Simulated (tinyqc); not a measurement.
Band offset from the macroscopic average of a supercell potential: one step. Band offsets. Two cases, with inputs chosen for the exercise.

Question. Give the offsets with semi-local and with corrected band edges.

dEv = Ev(A) - Ev(B) = Ev1 - (dV + Ev2); dEc = Ec(B) - Ec(A) = Eg2 - Eg1 - dEv. The correction of a gap, c = Eg[1] - Eg[0], lowers the valence top by fv c and leaves dV, a ground-state quantity, as it is. Type I: dEv and dEc of one sign; II: opposite signs; III: no overlap of the gaps.

Give: dEv, dEc, semi-local; lowering of the valence tops of A and B; dEv, dEc, corrected.

Case 1.

Values chosen (gaps near those of Si and SiO2; shifted at random, so the results belong to these values and not to a real crystal): Ev1 = 5.89 eV (valence top of bulk A above its mean potential); Eg1 = (0.57, 1.19) eV (gap of A: semi-local value, corrected value); fv1 = 0.42 (share of the correction that lowers the valence top of A); Ev2 = 3.06 eV (valence top of bulk B above its mean potential); Eg2 = (5.59, 8.94) eV (gap of B: semi-local value, corrected value); fv2 = 0.61 (the same share for B).

dV = B - A = 0.19999 eV

Answer.

dEv, dEc, semi-local (eV): 2.630  2.390

lowering of the valence tops of A and B (eV): 0.260  2.043

dEv, dEc, corrected (eV): 4.413  3.337

The correction moves dEv by +1.78 eV and dEc by +0.95 eV; the type stays I.

Case 2.

Values chosen (gaps near those of Si and GaP; shifted at random, so the results belong to these values and not to a real crystal): Ev1 = 7.35 eV (valence top of bulk A above its mean potential); Eg1 = (0.57, 1.18) eV (gap of A: semi-local value, corrected value); fv1 = 0.65 (share of the correction that lowers the valence top of A); Ev2 = 6.52 eV (valence top of bulk B above its mean potential); Eg2 = (1.63, 2.44) eV (gap of B: semi-local value, corrected value); fv2 = 0.26 (the same share for B).

dV = B - A = -0.21000 eV

Answer.

dEv, dEc, semi-local (eV): 1.040  0.020

lowering of the valence tops of A and B (eV): 0.397  0.211

dEv, dEc, corrected (eV): 0.854  0.406

The correction moves dEv by -0.19 eV and dEc by +0.39 eV; the type stays I.

Computed by tinyqc, one run a case: `OMP_NUM_THREADS=1 python tinyqc.py N N+1 out.jsonl` with N = 1880341, 1880508; one thread of a shared Intel(R) Xeon(R) Processor @ 2.30GHz, about 0.01 s a run at most.
